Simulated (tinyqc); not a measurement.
Tight binding, honeycomb lattice, step by step. One step of it, computed by the program tinyqc.

Problem. Levels at k. Diagonalise the Hermitian matrix.

H(k) at k (eV):
```
                     A                    B
A             1.220000  -1.964302-0.935511i
B  -1.964302+0.935511i            -1.220000
```

Give: eigenvalues; weights |c|^2 of the basis functions.

Solution.

eigenvalues (eV): -2.494  2.494

weights |c|^2 of the basis functions:
```
   band 1  band 2
A   0.255   0.745
B   0.745   0.255
```
